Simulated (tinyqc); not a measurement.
From parabola to cone: four-band model of biased bilayer graphene near K.

Basis A1, B1, A2, B2, with B1 below A2; p = kx + i ky, v_j = (sqrt3/2) a g_j. Diagonal -U/2, -U/2, U/2, U/2; <A1|B1> = <A2|B2> = v0 p*, <B1|A2> = g1, <A1|B2> = v3 p, <A1|A2> = <B1|B2> = -v4 p*.

Inputs chosen for the exercise (near those used for Bernal bilayer graphene; the results hold for these values, not for the real material):
- a = 2.46 angstrom (lattice constant)
- g0 = 3.04 eV (hopping in a layer)
- g1 = 0.416 eV (hopping of the dimer sites)
- g3 = 0.36 eV (skew hopping A1-B2)
- g4 = 0.06 eV (skew hopping A1-A2)

U = 0, along kx. Parabola: v0^2 k^2/g1. Hyperbola: sqrt(g1^2/4 + v0^2 k^2) - g1/2. Then bands 3 and 2 of the full matrix for +kx and band 3 for -kx.

Energies (eV):
```
k (1/angstrom)  parabola  hyperbola  band 3, +kx  band 2, +kx  band 3, -kx
0.002             0.0004     0.0004       0.0011      -0.0011       0.0020
0.005             0.0025     0.0025       0.0014      -0.0012       0.0064
0.010             0.0101     0.0098       0.0027      -0.0020       0.0177
0.020             0.0403     0.0370       0.0243      -0.0215       0.0526
0.030             0.0907     0.0766       0.0595      -0.0541       0.0992
0.050             0.2521     0.1769       0.1532      -0.1422       0.2120
0.080             0.6453     0.3503       0.3186      -0.2993       0.4024
0.120             1.4519     0.5965       0.5549      -0.5249       0.6702
```

The parabola is 2 % above the hyperbola at 0.01 and a factor 2.43 at 0.12 1/angstrom, where the slope nears v0. g3 makes +kx and -kx differ, by 39.7 meV at 0.03, and g4 makes electrons and holes differ, |band 3| - |band 2| = +5.4 meV there. Without bias the bands touch in four small cones, one at K and three at k = g1 v3/v0^2 = 0.0076 1/angstrom from it; their pockets join near g1 (g3/g0)^2/4 = 1.5 meV.

Computed by tinyqc, a small Python program: `OMP_NUM_THREADS=1 python tinyqc.py 1450826 1450827 out.jsonl` (the numbers bound the seed that draws the inputs); one thread of a shared host (Intel(R) Xeon(R) Processor @ 2.30GHz), about 0.06 s for the whole set of steps.
